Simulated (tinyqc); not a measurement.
Four-point probe, van der Pauw, Hall and spreading-resistance readings of a semiconductor layer. Changing the radius a of the spreading-resistance contact. Computed by tinyqc, a small Python program. Command: `OMP_NUM_THREADS=1 python tinyqc.py 3113947 3113948 out.jsonl probe sweep`. One thread of a shared host (Intel(R) Xeon(R) Processor @ 2.30GHz), about 0.02 s of CPU time with the checks.

The layer is uniform and ohmic; contacts are points unless a radius is given.

Inputs (values chosen for the exercise, modelled on n-type silicon): carrier density n = 5e+14 1/cm^3; drift mobility mu = 1270 cm^2/(V s); layer thickness t = 2200 micrometre.

Backing of the layer: conducting.

Constants: e = 1.602176634e-19 C.

Method. rho = 1/(e n mu); R_s = rho/t. Flat disc contact with the current density of a half-space: R = (rho/(4 a)) c, c = (4/pi) int_0^infinity K(x t/a) sin(x) J1(x)/x^2 dx for a conducting backing, K = tanh, with the voltage averaged over the disc; c tends to 1 for t >> a.

One run for each value; columns: (1) radius a of the spreading-resistance contact (micrometre); (2) spreading resistance (ohm); (3) factor c; (4) rho/(4 a) (ohm); (5) column estimate rho t/(pi a^2) (ohm):
```
(1)          (2)     (3)    (4)        (5)
73     3.317e+02  0.9854  336.6  1.292e+04
150    1.589e+02  0.9699  163.8  3.059e+03
290    7.982e+01  0.9420   84.7  8.185e+02
570    3.824e+01  0.8871   43.1  2.119e+02
1100   1.762e+01  0.7889   22.3  5.689e+01
2300   6.495e+00  0.6079   10.7  1.301e+01
4500   2.230e+00  0.4085    5.5  3.399e+00
8900   6.654e-01  0.2410    2.8  8.690e-01
18000  1.783e-01  0.1306    1.4  2.124e-01
```

Describe and explain the trends.

Over the rows, spreading resistance (ohm) falls from 332 to 0.178 (exponent d ln y / d ln x -1.0 between the first rows and -1.9 between the last); factor c falls from 0.985 to 0.131 (exponent d ln y / d ln x -0.022 between the first rows and -0.87 between the last); rho/(4 a) (ohm) falls from 337 to 1.37 (exponent d ln y / d ln x about -1.0 throughout). At the low end the exponent of spreading resistance is -1.02, close to -1: spreading into a half-space.
